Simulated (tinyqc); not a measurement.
Gate-all-around wire, scale length and short-channel effects: two steps of the calculation.

A round wire of diameter ts in an insulator shell of thickness ti under a surrounding gate. Below threshold the potential that source and drain add obeys Laplace's equation and vanishes on the gate. Its lowest mode decays along the channel as exp(-k y); k is the smallest positive root of the matching condition at the interface, and the scale length is Lambda = pi/k.

Parameters, values chosen for the exercise; permittivities: semiconductor close to that of germanium, insulator close to that of hafnium oxide:
- T = 300 K (temperature)
- eps_r = 15.9 (relative permittivity of the semiconductor)
- ei = 22.9 (relative permittivity of the insulator)
- ti = 3.8 nm (insulator thickness)
- ts = 12.7 nm (wire diameter)
- L = 21 nm (channel length)
- Vbi = 1.02 V (potential of the source)
- sT = 0.74 V (potential of the barrier top at threshold)
- VTL = 0.4 V (long-channel threshold)
- m = 1 (long-channel body factor)
- Vds = 0.5 V (drain voltage)

Constants: q = 1.602176634e-19 C, kB = 1.380649e-23 J/K, Vt = kB T/q. Results are converted to the units shown.

Problem 1. Decay constant by Newton steps. f(k) = ei J0(u)[J1(u) Y0(v) - Y1(u) J0(v)] - eps_r J1(u)[J0(u) Y0(v) - Y0(u) J0(v)], u = k ts/2, v = u + k ti; f' by a central difference with +/- 1e-5 1/nm; k(new) = k - f/f'.

k at the start = 0.27 1/nm

Give: f; f'; k after iteration 1.

Solution 1.

f = -0.35390
f' = -32.824 nm
k after iteration 1 = 0.25922 1/nm

Problem 2. Threshold shift, barrier position and swing. Along the channel psi(y) = s + a exp(y/l) + b exp(-y/l) with psi(0) = Vbi, psi(L) = Vbi + Vds and l = 1/k = Lambda/pi; with A = Vbi - s, B = A + Vds, x = exp(-L/l): a = (B - A x) x/(1 - x^2), b = (A - B x)/(1 - x^2). The minimum is s + 2 sqrt(a b), at y = (l/2) ln(b/a). The long-channel potential follows the gate as s = sT + (Vg - VTL)/m, and the threshold VT is the gate voltage at which the minimum equals sT. Swing = m Vt ln 10/g at threshold, g = d(minimum)/ds = 1 - (b x + a)/((1 + x) sqrt(a b)).

l = 3.8465921 nm

Give: s at threshold; a; b; position of the minimum; VT; swing.

Solution 2.

s at threshold = 0.66914 V
a = 0.0036151 V
b = 0.34725 V
position of the minimum = 8.7797 nm
VT = 0.32914 V
swing = 69.470 mV/decade

The threshold lies 70.9 mV below the long-channel value, and the barrier top sits at 0.42 L from the source.

tinyqc, about 0.01 s, one thread, Intel Xeon 2.30GHz (shared host): `OMP_NUM_THREADS=1 python tinyqc.py 2420143 2420144 out.jsonl`
